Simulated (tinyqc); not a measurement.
Atomic layer deposition: Langmuir saturation, growth per cycle and coating of deep features: one step, computed by the program tinyqc.

Precursor A sticks only on free sites, so a long enough pulse saturates; co-reactant B then frees the sites again.

Task: Steady growth per cycle. One cycle from coverage th0: pulse A gives th1 = th_s + (th0 - th_s) exp(-(k_a + k_d) t), th_s = k_a/(k_a + k_d); the purge leaves th2 = th1 exp(-k_d t_p); pulse B converts c_B th2 into film and leaves th3 = (1 - c_B) th2. Growth = G c_B th2. The periodic state has th0 = th3: th0 = (1 - c_B) e_p th_s (1 - e_a)/(1 - (1 - c_B) e_p e_a), with e_a = exp(-(k_a + k_d) t), e_p = exp(-k_d t_p). Share of impinging molecules used = q (th1 - th0)/(F t).

Inputs (values chosen for the exercise, modelled on hafnium oxide from an amide and water):

| quantity | value | unit |
|---|---|---|
| site density q | 2.9 | 1/nm^2 |
| growth per cycle at saturation G | 1 | angstrom |
| temperature T | 175 | C |
| pulse time t | 1.7 | s |
| co-reactant completion per pulse c_B | 0.99 | - |
| purge time t_p | 1.8 | s |

k_a = 1.001323 1/s

k_d = 8.290723e-04 1/s

flux F = 2639.853 1/(nm^2 s)

Give: coverage after pulse A; growth per cycle; share of impinging molecules used.

Result:

coverage after pulse A = 0.8188

growth per cycle = 0.8094 angstrom

share of impinging molecules used = 5.238e-04

The pulse is 1.70 filling times long: not fully saturated, so thickness still depends somewhat on the local dose.
